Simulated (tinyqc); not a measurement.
Filling against narrowing: heavy doping: band filling, gap narrowing, band tails and the effective intrinsic density. Computed by tinyqc, a small Python program. Command: `OMP_NUM_THREADS=1 python tinyqc.py 3004517 3004518 out.jsonl gapnarrow walk`. One thread of a shared host (Intel(R) Xeon(R) Processor @ 2.30GHz), about 0.01 s of CPU time with the checks.

An n-type crystal above its Mott density, with all dopants ionised: n = N_D - N_A, ionised centres N_I = N_D + N_A. Valleys are taken as spherical with mass m_e.

Inputs (values chosen for the exercise, for a model semiconductor):
```
quantity                      value   unit
electron mass m_e            0.0794    m_0
valleys M_c                       1      -
hole mass m_h                 0.525    m_0
dielectric constant eps        13.3      -
donor density N_D           7.6e+18  cm^-3
compensation ratio N_A/N_D      0.3      -
temperature T                   400      K
```

Conduction band: parabolic.

Constants: a_0 = 0.529177210903 angstrom; Ry = 13.605693123 eV; hbar^2/(2 m_0) = 3.80998212 eV angstrom^2; k_B = 8.617333262e-05 eV/K; e = 1.602176634e-19 C; eps_0 = 8.8541878128e-12 F/m; e^2/(4 pi eps_0) = 14.39964548 eV angstrom.

Method:
- n = N_D (1 - ratio); Ry* = Ry m_e/eps^2, a* = a_0 eps/m_e; r_s = (3/(4 pi n))^(1/3)/a*; k_F = (3 pi^2 n/M_c)^(1/3); Mott density (0.26/a*)^3.
- n = M_c (1/(2 pi^2)) (m_e/(hbar^2/2m_0))^(3/2) int sqrt(E) f dE, f = 1/(1 + exp((E - E_F)/k_B T)); trapezoid rule in t = sqrt(E/k_B T), step 0.02 up to 12; E_F by bisection from the band edge.
- Screening: q^2 = (e/(eps eps_0)) dn/dE_F. Exchange lowers the conduction band by (1/pi) k_F e^2/(4 pi eps_0 eps) (T = 0 Hartree-Fock at k_F, taken as a rigid shift). Screening raises the valence band by (q/2) e^2/(4 pi eps_0 eps) (static Coulomb hole). The narrowing is the sum; electron correlation and carrier-ion shifts are left out. Root-mean-square potential of randomly placed ions: V_rms = (e^2/(4 pi eps_0 eps)) sqrt(2 pi N_I/q).
- Absorption edge of a direct gap, from the valence band at k_F (T = 0 value) to the Fermi level: E_g - narrowing + E_F + (hbar^2/2m_0) k_F^2/m_h, k_F = (3 pi^2 n)^(1/3); the shift is the edge less E_g. n p/n_i^2 = exp(narrowing/k_B T) x (n/N) exp(-E_F/k_B T), N being the limit of n exp(-E_F/k_B T) far below the edge (taken at E_F = -12 k_B T); apparent narrowing = k_B T ln(n p/n_i^2).
- The compensation ratio is held; the absorption edge is given only for E_F above 2 k_B T.

n = 5.32e+18 cm^-3

Mott density = 2.52362e+16 cm^-3

Against carrier density (energies in meV):
```
n (cm^-3)     E_F  narrowing  apparent narrowing   V_rms  shift of the absorption edge
5.30e+17    -9.45     15.737                8.33  23.496                             -
1.10e+18    23.55     20.423                5.18  29.409                             -
2.10e+18    59.27     25.249               -3.42  36.618                             -
3.70e+18    99.51     29.952              -19.44  45.113                         86.18
5.30e+18   131.81     33.186              -36.11  51.851                        119.74
8.50e+18   185.85     37.807              -69.26  62.624                        176.97
1.30e+19   249.93     42.423             -114.08  74.478                        245.91
2.10e+19   346.73     48.290             -188.47  90.763                        351.30
```

What does the comparison show, and why?

Narrowing grows with exponent 0.27 between the last rows (exchange goes as n^(1/3), the Coulomb hole as n^(1/6) in a degenerate parabolic band) and E_F with 0.68 (2/3 for a parabolic band at T = 0). The apparent narrowing falls over all rows, since E_F grows faster than the narrowing. In rows with E_F below 2 k_B T the T = 0 exchange term is overstated. Where V_rms is above half of E_F, band tails blur the edge by more than small net shifts. Filling outweighs narrowing at the absorption edge in every degenerate row (a net Burstein-Moss blue shift).
